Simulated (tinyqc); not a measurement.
Inside a calculation. Method: CCSD on RHF in the sto-3g basis, for BeH2, spin multiplicity 1. One step of it, computed by the program tinyqc.

Question. Integrals over molecular orbitals. (pq|rs) = sum C_ip C_jq C_kr C_ls (ij|kl), one index at a time.

coefficients C, order 1Be 1s, 1Be 2s, 1Be 2px, 1Be 2py, 1Be 2pz, 2H 1s, 3H 1s:
$$\begin{pmatrix}
0.991755 & -0.223407 & 0.000000 & 0.000000 & 0.000000 & -0.219522 & 0.000000 \\
0.031776 & 0.559723 & 0.000000 & 0.000000 & 0.000000 & 1.220843 & 0.000000 \\
0.000000 & 0.000000 & 0.000000 & 0.000000 & 1.000000 & 0.000000 & 0.000000 \\
0.000000 & 0.000000 & 0.502910 & 0.000000 & 0.000000 & 0.000000 & 1.440534 \\
0.000000 & 0.000000 & 0.000000 & 1.000000 & 0.000000 & 0.000000 & 0.000000 \\
-0.002905 & 0.394173 & 0.406073 & 0.000000 & 0.000000 & -0.815893 & -1.020164 \\
-0.002905 & 0.394173 & -0.406073 & 0.000000 & 0.000000 & -0.815893 & 1.020164
\end{pmatrix}$$

core Hamiltonian H = T + V (hartree), order 1Be 1s, 1Be 2s, 1Be 2px, 1Be 2py, 1Be 2pz, 2H 1s, 3H 1s:
$$\begin{pmatrix}
-8.654583 & -2.136618 & 0.000000 & 0.000000 & 0.000000 & -0.573955 & -0.573955 \\
-2.136618 & -2.838963 & 0.000000 & 0.000000 & 0.000000 & -1.288748 & -1.288748 \\
0.000000 & 0.000000 & -2.293749 & 0.000000 & 0.000000 & 0.000000 & 0.000000 \\
0.000000 & 0.000000 & 0.000000 & -2.526055 & 0.000000 & -1.327169 & 1.327169 \\
0.000000 & 0.000000 & 0.000000 & 0.000000 & -2.293749 & 0.000000 & 0.000000 \\
-0.573955 & -1.288748 & 0.000000 & -1.327169 & 0.000000 & -2.226107 & -0.128778 \\
-0.573955 & -1.288748 & 0.000000 & 1.327169 & 0.000000 & -0.128778 & -2.226107
\end{pmatrix}$$

Two-electron integrals (ij|kl) in chemists' order, unique and non-zero (hartree):
```
(11|11) 2.298831    (21|11) 0.392036    (21|21) 0.079539    (22|11) 0.570988
(22|21) 0.143041    (22|22) 0.417683    (31|31) 0.014607    (32|31) 0.021888
(32|32) 0.092265    (33|11) 0.569578    (33|21) 0.143083    (33|22) 0.417589
(33|33) 0.449859    (41|41) 0.014607    (42|41) 0.021888    (42|42) 0.092265
(43|43) 0.024249    (44|11) 0.569578    (44|21) 0.143083    (44|22) 0.417589
(44|33) 0.401360    (44|44) 0.449859    (51|51) 0.014607    (52|51) 0.021888
(52|52) 0.092265    (53|53) 0.024249    (54|54) 0.024249    (55|11) 0.569578
(55|21) 0.143083    (55|22) 0.417589    (55|33) 0.401360    (55|44) 0.401360
(55|55) 0.449859    (61|11) 0.103022    (61|21) 0.020882    (61|22) 0.037816
(61|33) 0.037540    (61|41) 0.001876    (61|42) 0.003502    (61|44) 0.038390
(61|55) 0.037540    (61|61) 0.005757    (62|11) 0.225439    (62|21) 0.057171
(62|22) 0.178886    (62|33) 0.172404    (62|41) 0.007523    (62|42) 0.044029
(62|44) 0.191692    (62|55) 0.172404    (62|61) 0.016581    (62|62) 0.109395
(63|31) 0.005552    (63|32) 0.025191    (63|43) 0.007857    (63|63) 0.010781
(64|11) 0.233413    (64|21) 0.059968    (64|22) 0.196932    (64|33) 0.185288
(64|41) 0.012340    (64|42) 0.068936    (64|44) 0.220018    (64|55) 0.185288
(64|61) 0.018281    (64|62) 0.137648    (64|64) 0.180025    (65|51) 0.005552
(65|52) 0.025191    (65|54) 0.007857    (65|65) 0.010781    (66|11) 0.390100
(66|21) 0.100780    (66|22) 0.351125    (66|33) 0.325625    (66|41) 0.016435
(66|42) 0.120846    (66|44) 0.401840    (66|55) 0.325625    (66|61) 0.030183
(66|62) 0.266758    (66|64) 0.357955    (66|66) 0.774606    (71|11) 0.103022
(71|21) 0.020882    (71|22) 0.037816    (71|33) 0.037540    (71|41) -0.001876
(71|42) -0.003502   (71|44) 0.038390    (71|55) 0.037540    (71|61) 0.005244
(71|62) 0.013984    (71|64) 0.014059    (71|66) 0.024233    (71|71) 0.005757
(72|11) 0.225439    (72|21) 0.057171    (72|22) 0.178886    (72|33) 0.172404
(72|41) -0.007523   (72|42) -0.044029   (72|44) 0.191692    (72|55) 0.172404
(72|61) 0.013984    (72|62) 0.059651    (72|64) 0.059184    (72|66) 0.108275
(72|71) 0.016581    (72|72) 0.109395    (73|31) 0.005552    (73|32) 0.025191
(73|43) -0.007857   (73|63) 0.004802    (73|73) 0.010781    (74|11) -0.233413
(74|21) -0.059968   (74|22) -0.196932   (74|33) -0.185288   (74|41) 0.012340
(74|42) 0.068936    (74|44) -0.220018   (74|55) -0.185288   (74|61) -0.014059
(74|62) -0.059184   (74|64) -0.055835   (74|66) -0.105172   (74|71) -0.018281
(74|72) -0.137648   (74|74) 0.180025    (75|51) 0.005552    (75|52) 0.025191
(75|54) -0.007857   (75|65) 0.004802    (75|75) 0.010781    (76|11) 0.021895
(76|21) 0.005410    (76|22) 0.015192    (76|33) 0.014947    (76|44) 0.015676
(76|55) 0.014947    (76|61) 0.001437    (76|62) 0.006680    (76|64) 0.007477
(76|66) 0.013480    (76|71) 0.001437    (76|72) 0.006680    (76|74) -0.007477
(76|76) 0.000563    (77|11) 0.390100    (77|21) 0.100780    (77|22) 0.351125
(77|33) 0.325625    (77|41) -0.016435   (77|42) -0.120846   (77|44) 0.401840
(77|55) 0.325625    (77|61) 0.024233    (77|62) 0.108275    (77|64) 0.105172
(77|66) 0.196824    (77|71) 0.030183    (77|72) 0.266758    (77|74) -0.357955
(77|76) 0.013480    (77|77) 0.774606
```

Give: one-electron integrals over orbitals h = C^T H C; Two-electron integrals over orbitals.

Answer.

one-electron integrals over orbitals h = C^T H C (hartree):
$$\begin{pmatrix}
-8.643 & 0.224 & 0.000 & 0.000 & 0.000 & 0.195 & 0.000 \\
0.224 & -2.454 & 0.000 & 0.000 & 0.000 & -0.178 & 0.000 \\
0.000 & 0.000 & -2.415 & 0.000 & 0.000 & 0.000 & -0.283 \\
0.000 & 0.000 & 0.000 & -2.294 & 0.000 & 0.000 & 0.000 \\
0.000 & 0.000 & 0.000 & 0.000 & -2.294 & 0.000 & 0.000 \\
0.195 & -0.178 & 0.000 & 0.000 & 0.000 & -1.915 & 0.000 \\
0.000 & 0.000 & -0.283 & 0.000 & 0.000 & 0.000 & -1.806
\end{pmatrix}$$

Two-electron integrals over orbitals (pq|rs), unique and non-zero (hartree):
```
(11|11) 2.272       (21|11) -0.198      (21|21) 0.026       (22|11) 0.486
(22|21) -0.007      (22|22) 0.397       (31|31) 0.006       (32|31) 0.014
(32|32) 0.164       (33|11) 0.456       (33|21) -2.79e-03   (33|22) 0.410
(33|33) 0.433       (41|41) 0.016       (42|41) 0.015       (42|42) 0.049
(43|43) 0.015       (44|11) 0.569       (44|21) -0.008      (44|22) 0.368
(44|33) 0.355       (44|44) 0.450       (51|51) 0.016       (52|51) 0.015
(52|52) 0.049       (53|53) 0.015       (54|54) 0.024       (55|11) 0.569
(55|21) -0.008      (55|22) 0.368       (55|33) 0.355       (55|44) 0.401
(55|55) 0.450       (61|11) -0.183      (61|21) 0.025       (61|22) -0.007
(61|33) -4.01e-03   (61|44) -4.81e-03   (61|55) -4.81e-03   (61|61) 0.024
(62|11) 0.113       (62|21) -0.007      (62|22) -0.024      (62|33) -0.047
(62|44) 0.053       (62|55) 0.053       (62|61) -4.10e-03   (62|62) 0.078
(63|31) -2.45e-03   (63|32) -0.094      (63|63) 0.084       (64|41) 0.016
(64|42) 0.047       (64|64) 0.051       (65|51) 0.016       (65|52) 0.047
(65|65) 0.051       (66|11) 0.475       (66|21) -0.007      (66|22) 0.396
(66|33) 0.407       (66|44) 0.367       (66|55) 0.367       (66|61) -0.006
(66|62) -0.034      (66|66) 0.411       (71|31) 0.011       (71|32) 0.020
(71|63) -1.89e-03   (71|71) 0.021       (72|31) 3.60e-03    (72|32) -0.044
(72|63) 0.061       (72|71) 0.007       (72|72) 0.057       (73|11) 0.141
(73|21) -0.005      (73|22) -0.005      (73|33) -0.021      (73|44) 0.060
(73|55) 0.060       (73|61) -3.35e-03   (73|62) 0.073       (73|66) -0.026
(73|73) 0.083       (74|43) 0.014       (74|74) 0.017       (75|53) 0.014
(75|75) 0.017       (76|31) 0.011       (76|32) 0.143       (76|63) -0.095
(76|71) 0.016       (76|72) -0.055      (76|76) 0.140       (77|11) 0.576
(77|21) -0.009      (77|22) 0.426       (77|33) 0.445       (77|44) 0.390
(77|55) 0.390       (77|61) -0.009      (77|62) -0.035      (77|66) 0.434
(77|73) -0.010      (77|77) 0.487
```
